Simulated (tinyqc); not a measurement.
Pariser-Parr-Pople SCF with singles CI, for the molecule Nc1ccc(N)cc(=O)c1 (SMILES; centres numbered as the heavy atoms are written), step by step. One step of it, computed by the program tinyqc.

Task: PPP integrals. Ohno: gamma = 14.399645/sqrt(R^2 + a^2), a = 2 x 14.399645/(gamma_rr + gamma_ss); H_rr = -W_r - sum_(s != r) z_s gamma_rs; H_rs = beta for bonds.

Centres (angstrom, eV; a flat drawing with bonds scaled to 1.40 angstrom):
```
centre          x          y  core charge z          W   gamma_rr
1N      -2.938000  -0.838000              2  25.600000  16.800000
2C      -1.573000  -0.526000              1  11.160000  11.130000
3C      -0.700000  -1.621000              1  11.160000  11.130000
4C       0.700000  -1.621000              1  11.160000  11.130000
5C       1.573000  -0.526000              1  11.160000  11.130000
6N       2.938000  -0.838000              2  25.600000  16.800000
7C       1.261000   0.839000              1  11.160000  11.130000
8C       0.000000   1.446000              1  11.160000  11.130000
9O       0.000000   2.846000              1  17.700000  15.200000
10C     -1.261000   0.839000              1  11.160000  11.130000
```

Resonance integrals (eV):
```
i    j       beta
1    2  -2.240000
2    3  -2.390000
3    4  -2.390000
4    5  -2.390000
5    6  -2.240000
5    7  -2.390000
7    8  -2.390000
8    9  -2.510000
8   10  -2.390000
10   2  -2.390000
```

Give: repulsion gamma_rs; core matrix H.

Result:

repulsion gamma_rs (eV), lower triangle:
```
         1N      2C      3C      4C      5C      6N      7C      8C
1N   16.800
2C    8.281  11.130
3C    5.569   7.553  11.130
4C    3.729   5.079   7.554  11.130
5C    3.105   4.233   5.079   7.553  11.130
6N    2.425   3.105   3.729   5.569   8.281  16.800
7C    3.105   4.234   4.233   5.078   7.553   5.568  11.130
8C    3.729   5.079   4.233   4.233   5.079   3.729   7.555  11.130
9O    3.002   3.713   3.095   3.095   3.713   3.002   5.516   8.105
10C   5.568   7.553   5.078   4.233   4.234   3.105   5.080   7.555

         9O     10C
9O   15.200
10C   5.516  11.130
```

core matrix H (eV), lower triangle:
```
          1N       2C       3C       4C       5C       6N       7C       8C
1N   -66.538
2C    -2.240  -71.375
3C     0.000   -2.390  -66.582
4C     0.000    0.000   -2.390  -66.582
5C     0.000    0.000    0.000   -2.390  -71.375
6N     0.000    0.000    0.000    0.000   -2.240  -66.538
7C     0.000    0.000    0.000    0.000   -2.390    0.000  -67.756
8C     0.000    0.000    0.000    0.000    0.000    0.000   -2.390  -67.917
9O     0.000    0.000    0.000    0.000    0.000    0.000    0.000   -2.510
10C    0.000   -2.390    0.000    0.000    0.000    0.000    0.000   -2.390

          9O      10C
9O   -62.461
10C    0.000  -67.756
```
